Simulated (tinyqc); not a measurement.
Changing the temperature T: Deal-Grove kinetics of thermal oxidation of silicon. Computed by tinyqc, a small Python program. Command: `OMP_NUM_THREADS=1 python tinyqc.py 3027899 3027900 out.jsonl oxide sweep`. One thread of a shared host (Intel(R) Xeon(R) Processor @ 2.30GHz), about 0.2 s of CPU time with the checks.

Oxidant diffuses through the oxide and reacts at the interface, so that dx/dt = B/(A + 2x) for the oxide thickness x.

Inputs (values chosen for the exercise, close to those used for silicon):
```
quantity                      value    unit
prefactor B0                    716  um^2/h
activation energy E_B          1.22      eV
prefactor (B/A)0            5.9e+06    um/h
activation energy E_A          2.01      eV
oxidant pressure p             0.25     atm
pressure exponent m of B/A     0.73       -
initial oxide x_i               0.1      um
time t                          1.1       h
```

Ambient: dry oxygen. Surface: (111).

Constants: k_B = 8.617333262e-05 eV/K.

Method:
- B = B0 p exp(-E_B/(k_B T)), B/A = (B/A)0 p^m exp(-E_A/(k_B T)), p in atm; A = B/(B/A).
- Temperatures in kelvin are T(C) + 273.15.
- tau = (x_i^2 + A x_i)/B and x = (A/2) [sqrt(1 + 4 B (t + tau)/A^2) - 1], the root of x^2 + A x = B (t + tau).
- Silicon consumed is 0.44 times the oxide grown; the rate is B/(A + 2x).

One run for each value:
```
temperature T (C)  oxide thickness x (um)  length A (um)  linear constant B/A (um/h)  parabolic constant B (um^2/h)
800                               0.10058        0.42810                  7.7963e-04                       0.000334
850                               0.10134        0.29267                  2.0517e-03                       0.000600
900                               0.10276        0.20668                  4.9718e-03                       0.001028
950                               0.10521        0.15016                  1.1207e-02                       0.001683
1000                              0.10909        0.11187                  2.3700e-02                       0.002651
1050                              0.11480        0.08522                  4.7360e-02                       0.004036
1100                              0.12269        0.06622                  8.9988e-02                       0.005959
1150                              0.13300        0.05237                  1.6344e-01                       0.008560
1200                              0.14584        0.04209                  2.8507e-01                       0.011998
```

Over the rows, oxide thickness x (um) rises from 0.101 to 0.146; length A (um) falls from 0.428 to 0.0421. A falls with T because E_A exceeds E_B, so hot oxidation turns parabolic sooner. The apparent activation energy of x, -d ln x / d(1/(k_B T)), is 0.02 eV between the first rows and 0.33 eV between the last; a film much thicker than x_i would show E_A = 2.01 eV in the linear limit and E_B/2 = 0.61 eV in the parabolic one.
